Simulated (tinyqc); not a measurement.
# Worked calculation: one electron in a tunnel-coupled double dot: charge qubit, sensing and quantum capacitance

tinyqc, about 0.01 s, one thread, Intel Xeon 2.30GHz (shared host): `OMP_NUM_THREADS=1 python tinyqc.py 2470021 2470022 out.jsonl` Printed values are rounded.

Basis (left, right), H = [[ep/2, tc], [tc, -ep/2]], splitting Om = sqrt(ep^2 + 4 tc^2), ep = al times the gate voltage. In equilibrium the electron is on the right with the chance P_R = [1 + (ep/Om) tanh(Om/2 kB T)]/2.

Values chosen for this exercise: tunnel coupling tc = 4.1 ueV; electron temperature T = 0.15 K; lever arm of the gate on the detuning al = 0.51 eV/V; parasitic capacitance of the resonator Cp = 0.67 pF; resonator frequency f0 = 519 MHz; loaded quality factor Q = 45; deviation of quasi-static detuning noise se = 0.38 ueV; detuning ep = -11 ueV.

Constants: q = 1.602176634e-19 C, kB = 1.380649e-23 J/K, hbar = 1.054571817e-34 J s, h = 6.62607015e-34 J s, Vt = kB T/q. Results are converted to the units shown.

## Splitting and occupation

Also the frequency Om/h, the mixing angle arctan2(2 tc, ep) and the weight of the right dot in the ground state, (1 + ep/Om)/2.

Om = 13.7201 ueV
Om/h = 3.31750 GHz
mixing angle = 143.297 degree
ground-state weight = 0.0991271
kB T = 12.9260 ueV
P_R = 0.305205

## Capacitance seen by a resonator

q^2 al^2 dP_R/d(ep) splits into Cq = q^2 al^2 (2 tc^2/Om^3) tanh(Om/2 kB T) and Ct = q^2 al^2 (ep/Om)^2/(4 kB T cosh^2(Om/2 kB T)); Ct appears only if relaxation is faster than the drive. A resonator of frequency f0, capacitance Cp and quality factor Q shifts by df = -f0 Cq/(2 Cp) and its phase by -2 Q Cq/Cp.

Cq = 263.604 aF
Ct = 395.751 aF
df = -102.097 kHz
phase shift = -2028.82 millidegree

## Dephasing by charge noise

Noise in ep shifts Om by (ep/Om) d + (2 tc^2/Om^3) d^2. For Gaussian d of deviation se the spread of Om is sqrt[(ep se/Om)^2 + 2 (2 tc^2 se^2/Om^3)^2], and T2* is estimated as sqrt(2) hbar/spread; Om T2*/h counts the oscillations within T2*.

first-order spread = 0.304663 ueV
second-order spread = 0.00265835 ueV
T2* = 3.05523 ns
oscillations within T2* = 10.1357

At ep = 0 the first-order term vanishes and T2* would be 74.8 ns.
